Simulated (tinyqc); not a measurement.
Inside a calculation. Model: pillar capacitor in an array: capacitance, non-linearity, leakage and relaxation.

tinyqc, about 0.01 s, one thread, Intel Xeon 2.30GHz (shared host): `OMP_NUM_THREADS=1 python tinyqc.py 2102124 2102125 out.jsonl` Printed values are rounded.

A film between two metal electrodes, each interface adding a series capacitance ci. The small-signal permittivity is ek (1 + aq E^2); the field is found with the linear permittivity. Leakage J = J0 sinh(E/Ef). After a voltage step the film passes a relaxation current kr C V tt^(-nr), tt being the time in seconds. The sidewall is a coaxial capacitor with radii a = dm/2 and b = dm/2 + t, depth AR dm; the end face is left out.

Values chosen for this exercise; permittivity of the order of that of aluminium oxide: relative permittivity of the film ek = 9.08; film thickness t = 15 nm; capacitance of each electrode interface (dead layer and screening) ci = 270 uF/cm^2; quadratic field coefficient of the permittivity aq = 0.0017 cm^2/MV^2; bias V = 1.7 V; leakage prefactor J0 = 2.1e-11 A/cm^2; field for an e-fold rise of the leakage Ef = 0.45 MV/cm; diameter of the pillar dm = 100 nm; aspect ratio, depth over diameter AR = 50; pitch of the square array pt = 240 nm; resistivity of the inner electrode rho = 280 uohm cm.

Constants: eps0 = 8.8541878128e-14 F/cm where lengths are in cm. Results are converted to the units shown.

## Planar capacitance, field and non-linearity

Planar film: Cf = eps0 ek/t, 1/C = 1/Cf + 2/ci, EOT = 3.9 eps0/C, effective permittivity C t/eps0, E = (V/t) C/Cf; quadratic coefficient [C(V)/C - 1]/V^2 with Cf (1 + aq E^2) in C(V).

Cf = 0.535974 uF/cm^2
C = 0.533854 uF/cm^2
EOT = 6.46831 nm
effective permittivity = 9.04409
E = 1.12885 MV/cm
quadratic coefficient = 746.621 ppm/V^2
J = 1.28161e-10 A/cm^2

The interfaces take 0.395 % of the voltage.

## Cell capacitance, fields and time constant

Per length 1/c = ln(b/a)/(2 pi eps0 ek) + (1/a + 1/b)/(2 pi ci); cell capacitance c AR dm; per footprint over pt^2; fields c V/(2 pi eps0 ek r) at r = a and b; resistance of the inner electrode rho AR dm/(pi a^2); time constant R C/3 of the distributed line.

a = 50 nm
b = 65 nm
cell capacitance = 9.58825 fF
capacitance per footprint = 16.6463 uF/cm^2
field at a = 1.29072 MV/cm
field at b = 0.992865 MV/cm
R = 1.78254 kohm
R C/3 = 5.69713 ps

The array gives 31.2 times the planar capacitance per footprint; curvature makes the field at the inner electrode 1.14 times the planar value.
